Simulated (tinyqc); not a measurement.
## Capacitances against the space between lines

Endless row of lines of width wl, height tl and space sl between grounded planes at distance hd; e2 fills the gaps beside the lines, e1 the rest. Laplace's equation is solved on meshes of 3, 6 and 12 steps per unit u and extrapolated (Aitken), which is good to about 0.2 %. C_even (all lines at 1 V) is the capacitance Cg to the planes; C_odd (neighbours in antiphase) = Cg + 4 Cc if only nearest neighbours couple, which defines Cc; total with quiet neighbours Cg + 2 Cc. Plate values 2 eps0 e1 wl/hd and eps0 e2 tl/sl.

Values chosen for this exercise:
- e1 = 2.7 (relative permittivity above and below the lines)
- e2 = 7 (relative permittivity between the lines)
- wl = 6 u (line width, in units u)
- tl = 6 u (line height)
- hd = 6 u (distance to each plane)

Constants: eps0 = 8.8541878128e-12 F/m. Results are converted to the units shown.

The same in every row: plate Cg (aF/um) = 47.8.

Result of one run:
```
Cg (aF/um),Cc (aF/um),Cg + 2 Cc (aF/um),C_odd (aF/um),plate Cc (aF/um),"share of coupling, 2 Cc/(Cg + 2 Cc) (%)"
124,26.0,176,228,31.0,29.5
```

Which space between lines sl gave this result: 8, 12, 16 or 24 u?

sl = 12 u.

The whole series:
```
sl (u),Cg (aF/um),Cc (aF/um),Cg + 2 Cc (aF/um),C_odd (aF/um),plate Cc (aF/um),"share of coupling, 2 Cc/(Cg + 2 Cc) (%)"
2,63.3,207,478,892,186,86.7
4,77.9,104,286,493,93.0,72.7
6,91.5,66.8,225,359,62.0,59.3
8,104,47.0,198,292,46.5,47.5
12,124,26.0,176,228,31.0,29.5
16,139,15.1,169,199,23.2,17.9
24,155,5.39,166,177,15.5,6.51
```

As sl goes from 2 to 24, Cg rises from 63.3 to 155 aF/um, Cc falls from 207 to 5.39 aF/um and the share of coupling falls from 86.7 to 6.51 %. Cg is 1.32 times its plate value in the first row and 3.24 times in the last; for Cc the ratios are 1.11 and 0.348. Neighbours in antiphase raise the load by a factor of 1.87 and 1.07 over quiet ones.

tinyqc, about 1 s, one thread, Intel Xeon 2.30GHz (shared host): `OMP_NUM_THREADS=1 python tinyqc.py 2790164 2790165 out.jsonl`
